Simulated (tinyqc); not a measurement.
MOS structure on a p-type body, non-linear Poisson equation by Newton steps: two steps of the calculation.

One dimension, insulator interface at x = 0, acceptor density Na, uniform, net doping C = -(acceptor density). psi is counted from the intrinsic level: n = ni exp((psi - Vb)/Vt), p = ni exp(-psi/Vt); deep in the body psi_b = -Vt ln(Na/ni). The gate acts through Cox = eps0 eox/tox and has the potential psi_G = Vg - (phiM - chi - Vt ln(Nc/ni)). Boltzmann statistics, full ionisation, classical densities, no oxide or interface charge.

Parameters, values chosen for the exercise; band and dielectric values those of a made-up semiconductor: temperature T = 300 K; band gap Eg = 1.08 eV; conduction-band density of states at T Nc = 2.76e19 cm^-3; valence-band density of states at T Nv = 2.5e19 cm^-3; electron affinity chi = 4.84 eV; relative permittivity of the gate insulator (close to zirconium oxide) eox = 25.2; insulator thickness tox = 36 nm; gate work function phiM = 5.48 eV; electron quasi-Fermi potential against the body Vb = 0 V; gate voltage against the body Vg = 0.42 V.

Constants: q = 1.602176634e-19 C, kB = 1.380649e-23 J/K, Vt = kB T/q, eps0 = 8.8541878128e-14 F/cm where lengths are in cm. Results are converted to the units shown.

Problem 1. Densities, residual and Jacobian diagonal. n_i = ni exp((psi_i - Vb)/Vt), p_i = ni exp(-psi_i/Vt), rho_i = p_i - n_i + C_i, g_i = (n_i + p_i)/Vt. Box widths w_i = (h_(i-1) + h_i)/2 in cm. Residual F_i = a_i (psi_(i+1) - psi_i) - a_(i-1) (psi_i - psi_(i-1)) + q rho_i w_i; Jacobian: a_(i-1) and a_i beside the diagonal, b_i = -a_(i-1) - a_i - q g_i w_i on it. Node 0 is free: w_0 = h_0/2, F_0 = a_0 (psi_1 - psi_0) + Cox (psi_G - psi_0) + q rho_0 w_0, b_0 = -a_0 - Cox - q g_0 w_0, with Cox = eps0 eox/tox, psi_G = Vg - (phiM - chi - Vt ln(Nc/ni)). The last node is fixed.

```
node,x (nm),psi after iteration 1 (V),net doping C (cm^-3)
0,0,0.28785486,-6.9e15
1,0.8,0.28626082,-6.9e15
2,2.22,0.28342914,-6.9e15
3,4.74,0.27839537,-6.9e15
4,9.22,0.26941206,-6.9e15
5,17.2,0.25326919,-6.9e15
6,31.3,0.22419662,-6.9e15
7,56.4,0.17060829,-6.9e15
8,101,0.07149878,-6.9e15
9,180,-0.10131302,-6.9e15
10,321,-0.35513284,-6.9e15
11,570,-0.58899224,-6.9e15
12,1010,-0.32686113,-6.9e15
```

```
interval,coupling a_i (F/cm^2)
0,1.5494829e-5
1,8.7294809e-6
2,4.9189932e-6
3,2.7669337e-6
4,1.5533663e-6
5,8.7913922e-7
6,4.9385908e-7
7,2.7793415e-7
8,1.5690966e-7
9,8.7913922e-8
10,4.9782582e-8
11,2.8172416e-8
```

ni = 2.2275313e10 cm^-3

Wanted: n; p; residual F; diagonal b.

Solution 1.

```
node,n (cm^-3),p (cm^-3)
0,1.5261e15,3.2514e5
1,1.4348e15,3.4582e5
2,1.2859e15,3.8585e5
3,1.0584e15,4.6880e5
4,7.4773e14,6.6359e5
5,4.0046e14,1.2390e6
6,1.3007e14,3.8149e6
7,1.6365e13,3.0320e7
8,3.5396e11,1.4018e9
9,4.4243e8,1.1215e12
10,24091,2.0596e16
11,2.8392,1.7477e20
12,71912,6.9000e15
```

```
node,residual F (1e-4 C/cm^2),diagonal b (F/cm^2)
0,0.0000,-1.6115e-5
1,0.0000,-2.4225e-5
2,0.0000,-1.3650e-5
3,0.0000,-7.6882e-6
4,0.0000,-4.3232e-6
5,0.0000,-2.4352e-6
6,0.0000,-1.3746e-6
7,0.0000,-7.7215e-7
8,-0.0001,-4.3486e-7
9,-0.0001,-2.4490e-7
10,0.0005,-2.6268e-6
11,9.6460,-0.037313
```

Problem 2. Newton step. Solve the tridiagonal system a_(i-1) d_(i-1) + b_i d_i + a_i d_(i+1) = -F_i for nodes 0 to 11, with d = 0 on fixed nodes. Half of the step is added while the largest |d| exceeds 1.5 Vt, the full step after that.

```
interval,coupling a_i (F/cm^2)
0,1.5494829e-5
1,8.7294809e-6
2,4.9189932e-6
3,2.7669337e-6
4,1.5533663e-6
5,8.7913922e-7
6,4.9385908e-7
7,2.7793415e-7
8,1.5690966e-7
9,8.7913922e-8
10,4.9782582e-8
11,2.8172416e-8
```

```
node,diagonal b (F/cm^2),residual F (C/cm^2)
0,-1.6115000e-5,-4.0374968e-9
1,-2.4225297e-5,-1.6778403e-10
2,-1.3650044e-5,-3.0044419e-10
3,-7.6882228e-6,-5.4139335e-10
4,-4.3231870e-6,-9.8291207e-10
5,-2.4352455e-6,-1.7743726e-9
6,-1.3745782e-6,-3.1138668e-9
7,-7.7214668e-7,-4.9426477e-9
8,-4.3485741e-7,-6.4022747e-9
9,-2.4490007e-7,-7.3569998e-9
10,-2.6268047e-6,5.3463308e-8
11,-0.037313361,9.6460393e-4
```

```
node,psi after iteration 1 (V)
0,0.28785486
1,0.28626082
2,0.28342914
3,0.27839537
4,0.26941206
5,0.25326919
6,0.22419662
7,0.17060829
8,0.07149878
9,-0.10131302
10,-0.35513284
11,-0.58899224
12,-0.32686113
```

Wanted: Newton step d, before damping; psi after iteration 2.

Solution 2.

```
node,"Newton step d, before damping (V)"
0,-0.0318
1,-0.0328
2,-0.0346
3,-0.0377
4,-0.0430
5,-0.0520
6,-0.0661
7,-0.0850
8,-0.1009
9,-0.0882
10,0.0179
11,0.0259
```

```
node,psi after iteration 2 (V)
0,0.2720
1,0.2699
2,0.2661
3,0.2596
4,0.2479
5,0.2273
6,0.1912
7,0.1281
8,0.0211
9,-0.1454
10,-0.3462
11,-0.5761
12,-0.3269
```

Program tinyqc, `OMP_NUM_THREADS=1 python tinyqc.py 2080146 2080147 out.jsonl`; Intel Xeon 2.30GHz, shared host, one thread, about 0.3 s.
